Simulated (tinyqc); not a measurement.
Diffusion length from constant photovoltage.

Inverse problem. In a thick sample with a thin depletion layer the excess density at its edge goes as flux/(1/alpha + L), so the flux needed for a fixed surface photovoltage is proportional to 1/alpha + L. Find L.

photon flux for the same photovoltage at absorption coefficients 96 and 1100 1/cm (relative units): [173.16667, 78.090909]

Answer. The line of flux against 1/alpha meets zero at -L.

slope against 1/alpha = 1.00 1/um
L = 69.0 um

Computed by the program tinyqc: `OMP_NUM_THREADS=1 python tinyqc.py 2430067 2430068 out.jsonl`, one thread of a shared Intel Xeon 2.30GHz, about 0.01 s for the whole run.
